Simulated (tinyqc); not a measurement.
Worked calculation: X-ray photoelectron analysis of a thin oxide on a semiconductor: attenuation lengths, thickness, angle series and band offsets. Computed by tinyqc, a small Python program that keeps every step. Command: `OMP_NUM_THREADS=1 python tinyqc.py 3114231 3114232 out.jsonl xps walk`. One thread of a shared host (Intel(R) Xeon(R) Processor @ 2.30GHz), about 0.01 s of CPU time with the checks. Intermediate numbers are printed to about 5 digits and carried at full precision; extremes and crossings named in words are read from the listed rows.

The same element is seen in the oxide and in the substrate, at nearly the same kinetic energy; films are flat and uniform, and the work function is ignored.

Inputs (values chosen for the exercise, modelled on SiO2 on 4H-SiC):

| quantity | value | unit |
|---|---|---|
| photon energy | 1486.6 | eV |
| binding energy of the core level | 100.5 | eV |
| oxide density | 2.23 | g/cm^3 |
| oxide formula mass | 60.08 | g/mol |
| valence electrons per oxide formula | 16 | - |
| oxide gap | 8.81 | eV |
| substrate density | 3.21 | g/cm^3 |
| substrate formula mass | 40.1 | g/mol |
| valence electrons per substrate formula | 8 | - |
| substrate gap | 3.26 | eV |
| oxide thickness d | 4.9 | nm |
| emission angle from the normal | 45 | degrees |
| attenuation length over inelastic mean free path | 0.86 | - |
| carbon overlayer | 0.12 | nm |
| counts in the two peaks together | 400000 | - |
| valence band offset used to make the data | 2.92 | eV |
| core level less valence band top, substrate | 99.04 | eV |
| core level less valence band top, thick oxide | 98.37 | eV |
| field in the oxide | 0.28 | MV/cm |

## Inelastic mean free paths

TPP-2M: lambda = E/(E_p^2 [b ln(c E) - C/E + D/E^2]) in angstrom, E_p = 28.8 sqrt(N_v rho/M), b = -0.10 + 0.944/sqrt(E_p^2 + E_g^2) + 0.069 rho^0.1, c = 0.191/sqrt(rho), U = N_v rho/M, C = 1.97 - 0.91 U, D = 53.4 - 20.8 U, with E = photon energy less binding energy in eV. Attenuation length L = factor x lambda.

kinetic energy E = 1386.1 eV

Terms:

| layer | E_p (eV) | b | c | lambda (nm) |
|---|---|---|---|---|
| oxide | 22.194 | 0.014295 | 0.12790 | 3.8545 |
| substrate | 23.047 | 0.018091 | 0.10661 | 2.9190 |

L in the oxide = 3.3149 nm

L in the substrate = 2.5104 nm

## Peak ratio

R_0 = (rho_o/M_o) L_o/((rho_s/M_s) L_s); peak ratio R = I_ox/I_sub = R_0 [exp(d/(L_o cos theta)) - 1]; hence d = L_o cos theta ln(1 + R/R_0). A carbon layer weakens both peaks alike, by exp(-d_C/(L_o cos theta)) if its L is taken equal to L_o. This R_0 leaves out intrinsic losses from the substrate peak, so calibrated values can be larger.

R_0 = 0.61227

d/(L_o cos theta) = 2.0905

ratio R = 4.3403

oxide share of the counts = 0.81274

attenuation by carbon = 0.95009

depth 3 L_o cos theta = 7.0319 nm

## Error budget of the thickness

With x = d/(L_o cos theta): d ln d/d ln R = (1 - exp(-x))/x = -d ln d/d ln R_0; counting error of R = 1/sqrt(N f (1 - f)), f the oxide share, which times the sensitivity gives that of d; an angle error adds tan(theta) d theta; d is proportional to L_o at fixed R_0. Assumed errors: 5 % in R_0, 1 degree, 5 % in L_o.

sensitivity to R = 0.41922

counting error of d = 0.16991 %

R_0 = 2.0961 %

angle = 1.7453 %

L_o = 5 %

The attenuation length is the largest of these terms.

## Angle series: uniform film or islands?

Islands: half of the surface carries 2 d and half none, R = R_0 (1/2)(1 - t)/(1/2 + t/2) with t = exp(-2 d/(L_o cos theta)); the apparent thickness is read with the uniform formula.

Against the angle:

| theta (degrees) | R, uniform | R, islands | apparent d, islands (nm) |
|---|---|---|---|
| 0 | 2.07 | 0.55173 | 2.1296 |
| 20 | 2.34 | 0.56176 | 2.0279 |
| 35 | 3.11 | 0.57999 | 1.8096 |
| 45 | 4.34 | 0.59383 | 1.5892 |
| 55 | 7.44 | 0.60524 | 1.3069 |
| 65 | 19.62 | 0.61115 | 0.9698 |
| 75 | 184.46 | 0.61225 | 0.5947 |

A uniform film gives d = 4.9 nm at every angle. The island film of the same volume reads 2.13 nm at normal emission and 0.595 nm at 75 degrees; its ratio cannot pass R_0, since the bare half always shows the substrate.

## Band offsets by core levels

Valence band offset = (E_core - E_v)(substrate) - (E_core - E_v)(oxide) + (core level separation at the interface, oxide less substrate). The separation is made here from the given offset; a uniform field F that raises the binding energy towards the surface shifts the oxide peak by e F <z>, <z> = d/(1 - exp(-x)) - d/x, x = d/(L_o cos theta), being the mean distance from the interface. Conduction band offset = oxide gap - substrate gap - valence band offset.

separation without field = 2.25 eV

<z> = 3.2473 nm

separation with field = 2.3409 eV

apparent valence band offset = 3.0109 eV

true conduction band offset = 2.63 eV

apparent conduction band offset = 2.5391 eV

The field biases both offsets by 0.091 eV, in opposite directions.

Checks made by the program: thickness recovered (relative difference below 1e-10).
